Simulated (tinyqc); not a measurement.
Worked calculation: plane-wave Kohn-Sham cycle with exchange-only LDA in a layered model solid. One step of it, computed by the program tinyqc.

Problem. Iteration 1: potential. V_H(G) = 4 pi rho(G)/G^2 for G != 0 (uniform background); v_x = -(3 rho/pi)^(1/3); V = V_ext + V_H + v_x; Fourier components f(G_m) = (1/N) sum_j f(x_j) exp(-i G_m x_j).

A solid whose potential varies along x alone (atomic units):
```
parameter,value
period a,4.300000
cross-section of the cell,36.000000
electrons per cell,2
grid points,16
"plane waves -n..n, n",2
k points,1
V1 in V1 cos(2 pi x/a),-0.480000
```

density at the start, on the grid x_j = j a/N (e/bohr^3): 0.01291990  0.01291990  0.01291990  0.01291990  0.01291990  0.01291990  0.01291990  0.01291990  0.01291990  0.01291990  0.01291990  0.01291990  0.01291990  0.01291990  0.01291990  0.01291990

Give: Potentials on the grid; V(G_m), m = 0, 1, 2, ....

Solution.

Potentials on the grid (hartree):
```
x,V_ext,V_H,v_x,V
0.0000,-0.4800,0.0000,-0.2311,-0.7111
0.2687,-0.4435,0.0000,-0.2311,-0.6745
0.5375,-0.3394,0.0000,-0.2311,-0.5705
0.8063,-0.1837,0.0000,-0.2311,-0.4148
1.0750,0,0.0000,-0.2311,-0.2311
1.3438,0.1837,0.0000,-0.2311,-0.0474
1.6125,0.3394,0.0000,-0.2311,0.1083
1.8813,0.4435,0.0000,-0.2311,0.2124
2.1500,0.4800,0.0000,-0.2311,0.2489
2.4188,0.4435,0.0000,-0.2311,0.2124
2.6875,0.3394,0.0000,-0.2311,0.1083
2.9562,0.1837,0.0000,-0.2311,-0.0474
3.2250,0,0.0000,-0.2311,-0.2311
3.4937,-0.1837,0.0000,-0.2311,-0.4148
3.7625,-0.3394,0.0000,-0.2311,-0.5705
4.0312,-0.4435,0.0000,-0.2311,-0.6745
```

V(G_m), m = 0, 1, 2, ... (hartree): -0.2311  -0.2400  0.0000  0.0000  0.0000
